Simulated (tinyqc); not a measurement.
Comparisons within one model: free-carrier optics of a doped semiconductor (Drude model with one polar phonon). A value that a table varies takes the place of the one given here.

eps(E) = ei [1 - Ep^2/(E^2 + i E Gam)] + (es - ei) wT^2/(wT^2 - E^2 - i E gT), with Ep^2 = 8 pi c (e^2/(4 pi eps0)) N/(m ei), c = hbar^2/2m0, N in 1/angstrom^3 (1e-24 per 1/cm^3); Gam = hbar/tau, tau = mu m m0/e with m0/e = 5.685630e-12 kg/C and mu in m^2/(V s). Energies in meV.

n + i k = sqrt(eps1 + i eps2) with k >= 0; R = ((n - 1)^2 + k^2)/((n + 1)^2 + k^2) at normal incidence from vacuum; alpha = 2 E k/(hbar c), times 1e8 for 1/cm; loss function Im(-1/eps) = eps2/(eps1^2 + eps2^2).

Constants: hbar^2/2m0 = 3.80998211 eV angstrom^2; e^2/(4 pi eps0) = 14.39964547 eV angstrom; hbar = 6.58211957e-16 eV s; hbar c = 1973.269805 eV angstrom.

Inputs chosen for the exercise (mass and dielectric values near those of SiC; N and mu are free inputs; interband absorption and the rise of the mass with filling are left out; shifted at random, so the results belong to these values and not to a real crystal): m = 0.4 m0 (conductivity mass); ei = 6.56 (high-frequency dielectric constant); wT = 99.9 meV (TO phonon); es = 9.79 (static dielectric constant); N = 1.3e+18 1/cm^3 (carrier density); mu = 230 cm^2/(V s) (mobility); gT = 0.5 meV (phonon damping); E = 78.1 meV (photon energy).

## The coupled modes against doping

L-, L+ solve E^4 - (wL^2 + Ep^2) E^2 + Ep^2 wT^2 = 0, wL = wT sqrt(es/ei); damping left out; energies in meV.

Modes:
```
N (1/cm^3),Ep,L-,L+,Ep sqrt(ei/es)
9.0e+17,21.75,17.71,122.69,17.80
3.0e+18,39.70,31.91,124.31,32.50
9.0e+18,68.77,52.98,129.68,56.29
2.0e+19,102.52,72.03,142.18,83.92
3.0e+19,125.56,80.73,155.37,102.78
6.0e+19,177.56,90.78,195.40,145.35
1.0e+20,229.23,94.70,241.81,187.64
3.0e+20,397.04,98.28,403.58,325.01
9.0e+20,687.70,99.37,691.34,562.93
```

wL = 122.04 meV

What can be read from the table?

At low density L- follows Ep sqrt(ei/es) (17.71 against 17.80), a plasmon screened by the lattice, and L+ starts at wL. At the highest density L- has come within 0.53 meV of wT, since the carriers screen the field that lifts wL, and L+ is within 3.64 meV of Ep. The branches are closest, 70.15 meV, at 2e+19 1/cm^3 of those listed. The mass is held fixed, while in a real band it rises with filling.

## Reflectance across the plasma edge

Spectrum:
```
E (meV),eps1,eps2,R,alpha (1/cm)
2.6,-17.35,131.36,0.796,2.28e+03
7.8,-10.64,32.98,0.674,3.76e+03
13.1,-3.73,13.05,0.533,3.91e+03
18.3,0.82,6.25,0.319,3.07e+03
22.2,3.08,3.90,0.196,2.19e+03
26.1,4.69,2.58,0.173,1.52e+03
28.8,5.55,1.99,0.181,1.21e+03
32.7,6.53,1.41,0.198,910
39.2,7.73,0.86,0.224,612
52.3,9.46,0.39,0.260,335
78.4,14.26,0.20,0.338,211
130.7,1.76,0.07,0.020,333
```

What does this show, and why?

Ep = 26.1 meV and Gam = 12.6 meV. R is 0.796 at the lowest energy and lowest, 0.020, at 130.7 meV of those listed; without damping and phonon it would vanish at Ep sqrt(ei/(ei - 1)) = 28.4 meV. At the highest energy R is 0.020, against 0.192 for ei alone. Between the last two rows alpha goes as E^0.90, where the Drude limit far above Ep and Gam is E^-2; Gam and the phonon term both still act in these rows. The phonon adds its own band of high reflectance between wT = 99.9 meV and about wL = 122.0 meV, which the rows may miss. The lowest R listed is the dip just above wL, not the plasma minimum.

## Free-carrier absorption and index change in the near infrared

At the wavelengths listed E = hc/lambda (hc = 1239.841984 eV nm). Approximate forms: alpha = ei Ep^2 Gam/(E^2 sqrt(ei) hbar c) and dn = -sqrt(ei) Ep^2/(2 E^2). The phonon term is left out here.

Free carriers:
```
lambda (micrometre),E (meV),alpha (1/cm),"alpha, approximate",dn,"dn, approximate"
1.31,946.4,1.25,1.25,-0.000977,-0.000977
1.55,799.9,1.74,1.74,-0.00137,-0.00137
2.00,619.9,2.90,2.90,-0.00228,-0.00228
3.00,413.3,6.54,6.53,-0.00512,-0.00512
5.00,248.0,18.2,18.1,-0.0142,-0.0142
8.00,155.0,46.8,46.5,-0.0364,-0.0364
10.60,117.0,82.7,81.6,-0.0640,-0.0639
```

What does this show, and why?

At 1.55 micrometre alpha = 1.74 1/cm and dn = -0.00137; a phase shift of pi needs a length lambda/(2 |dn|) = 567 micrometre, over which the loss is 0.43 dB. The approximate alpha is within 5 % up to 10.6 micrometre of the wavelengths listed; it needs photon energies well above both Ep and Gam, which lie at 47.4 and 98.5 micrometre. Interband and intervalley absorption are left out.

## What moves the optical constants

At the energy E. Each row changes one parameter from the base and keeps the others.

Results:
```
case,Ep (meV),Gam (meV),R,alpha (1/cm)
base,26.14,12.58,0.3364,209
N = 1.95e+18 1/cm^3,32.01,12.58,0.3315,274
m = 0.48 m0,23.86,10.49,0.3380,172
mu = 138 cm^2/(V s),26.14,20.97,0.3369,281
ei = 6.89,25.50,12.58,0.3292,204
E = 93.7 meV,26.14,12.58,0.4943,922
```

How do the results move?

The largest shifts from the base row, up to three for each result and ties (the steps differ in size, so this ranks the rows, not the parameters). Ep (meV): N +5.87, m -2.28, ei -0.63; unchanged at the printed digits by mu and E. Gam (meV): mu +8.39, m -2.10; unchanged at the printed digits by N, ei and E. R: E +0.1579, ei -0.0072, N -0.0049. alpha (1/cm): E +713, mu +71.9, N +64.2.

(tinyqc, `OMP_NUM_THREADS=1 python tinyqc.py 1652372 1652373 out.jsonl`, Intel(R) Xeon(R) Processor @ 2.30GHz, 1 thread, shared host, about 0.01 s.)
